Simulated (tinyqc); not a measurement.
Gaussian against the exact two-step profile: two-step dopant diffusion (predeposition and drive-in) with a constant diffusivity. Computed by tinyqc, a small Python program. Command: `OMP_NUM_THREADS=1 python tinyqc.py 3017230 3017231 out.jsonl dopdiff walk`. One thread of a shared host (Intel(R) Xeon(R) Processor @ 2.30GHz), about 0.07 s of CPU time with the checks.

Fick diffusion into a half space x > 0 whose background doping C_B is of the opposite type, so that a junction lies where C = C_B.

Inputs (values chosen for the exercise, modelled on aluminium in silicon):
```
quantity                        value    unit
prefactor D0                     1.68  cm^2/s
activation energy E              3.42      eV
surface concentration C_s     7.3e+17  1/cm^3
background doping C_B           6e+14  1/cm^3
predeposition temperature T1      900       C
predeposition time t1              30     min
drive-in temperature T2          1150       C
drive-in time t2                   30     min
ramp rate                          20   C/min
stand-by temperature              800       C
```

Furnace ramps of the drive-in: linear ramps.

Constants: k_B = 8.617333262e-05 eV/K.

Method:
- D = D0 exp(-E/(k_B T)).
- Temperatures in kelvin are T(C) + 273.15.
- Times in seconds are 60 times the minutes.
- One ramp between the stand-by temperature and T2 adds int D dT / rate (40-point Gauss-Legendre); the usual estimate counts it as an extra time k_B T2^2/(E rate) at T2. (Dt)2 = D2 t2 + two ramps, times in seconds.
- C = C_s erfc(x/(2 sqrt(D1 t1))); dose Q = 2 C_s sqrt(D1 t1/pi); the junction solves erfc(z) = C_B/C_s with x_j = 2 z sqrt(D1 t1).
- With a sealed surface and a thin source, C = Q/sqrt(pi (Dt)2) exp(-x^2/(4 (Dt)2)); x_j = 2 sqrt((Dt)2 ln(C(0)/C_B)); gradient at the junction |dC/dx| = C_B x_j/(2 (Dt)2).
- Exact two-step profile: C = (2 C_s/pi) int_0^alpha exp(-beta (1 + u^2))/(1 + u^2) du with alpha = sqrt(D1 t1/(Dt)2), beta = x^2/(4 (D1 t1 + (Dt)2)).
- The integral takes 48 Gauss-Legendre points; solve C(x) = C_B.
- Gaussian: C = Q/sqrt(pi (Dt)2) exp(-x^2/(4 (Dt)2)).
- Depths are fractions of the Gaussian x_j.

surface concentration C(0) (Gaussian) = 2.21154e+16 1/cm^3

junction depth x_j = 1.97859 um

drive-in budget (Dt)2 = 2.71327e-09 cm^2

product D1 t1 = 6.14438e-12 cm^2

exact junction depth = 1.97988 um

Profiles:
```
x/x_j  x (um)  Gaussian (1/cm^3)  exact (1/cm^3)   ratio
0.0    0.0000         2.2115e+16      2.2099e+16  1.0008
0.2    0.3957         1.9144e+16      1.9134e+16  1.0005
0.4    0.7914         1.2418e+16      1.2419e+16  0.9999
0.6    1.1872         6.0359e+15      6.0431e+15  0.9988
0.8    1.5829         2.1984e+15      2.2044e+15  0.9973
1.0    1.9786         6.0000e+14      6.0282e+14  0.9953
1.2    2.3743         1.2271e+14      1.2358e+14  0.9929
```

What does the comparison show, and why?

With D1 t1/(Dt)2 = 0.0023, the Gaussian is 0.075 % high at the surface and 0.47 % low at its own junction; the exact junction lies at 1.980 um, 0.065 % deeper. The dose is the same, but the real source already has a width, which is negligible here.
